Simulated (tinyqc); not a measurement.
Polycrystalline film, grain-boundary barriers (Seto model): one step of the calculation.

One-dimensional grains of size Lg with donors N; each boundary has Qt acceptor-like traps per area at one level Et below the band edge. Trapped electrons qt deplete a width w = qt/N (both sides together) and raise a barrier Vb = q N w^2/(8 eps0 eps_r). Current crosses the barriers by thermionic emission at small bias. Abrupt depletion, full ionisation, Boltzmann statistics.

Question. Barrier, resistivity and effective mobility. Partly depleted grains: the density at the grain centre is n0 = N and qt = Qt/(1 + 2 (Nc/N) exp((Vb - Et)/Vt)). If that gives qt >= N Lg, the grains are fully depleted: qt = N Lg, w = Lg and n0 = 2 Nc exp((Vb - Et)/Vt)/(Qt/(N Lg) - 1). Resistivity: barriers rb = Vt exp(Vb/Vt)/(q n0 vc Lg), grain interior rg = (1 - w/Lg)/(q mg N); effective mobility 1/(q N (rb + rg)).

Inputs (values chosen for the exercise); values close to those of polycrystalline silicon:

| symbol | value | unit | meaning |
|---|---|---|---|
| T | 300 | K | temperature |
| eps_r | 11.7 |  | relative permittivity of the semiconductor |
| Lg | 20 | nm | grain size |
| Qt | 1.2e12 | cm^-2 | trap density at a boundary |
| N | 4.5e18 | cm^-3 | donor density |
| mg | 200 | cm^2/(V s) | mobility inside a grain |
| vc | 7.5e6 | cm/s | collection velocity at the barrier |
| Nc | 2.8e19 | cm^-3 | conduction-band density of states at T |
| Et | 0.41 | eV | trap level below the band edge |

Constants: q = 1.602176634e-19 C, kB = 1.380649e-23 J/K, Vt = kB T/q, eps0 = 8.8541878128e-14 F/cm where lengths are in cm. Results are converted to the units shown.

Give: qt; w; Vb; n0; rb; rg; effective mobility.

Answer.

qt = 1.200e12 cm^-2
w = 2.667 nm
Vb = 0.006186 V
n0 = 4.500e18 cm^-3
rb = 0.003037 ohm cm
rg = 0.006010 ohm cm
effective mobility = 153.3 cm^2/(V s)

The grains are partly depleted, 100 % of the traps are filled and the barriers give 33.6 % of the resistivity.

Range of the model: The barrier is under 2 Vt, where the abrupt-depletion and emission pictures are rough.

Program tinyqc, `OMP_NUM_THREADS=1 python tinyqc.py 2610149 2610150 out.jsonl`; Intel Xeon 2.30GHz, shared host, one thread, about 0.01 s.
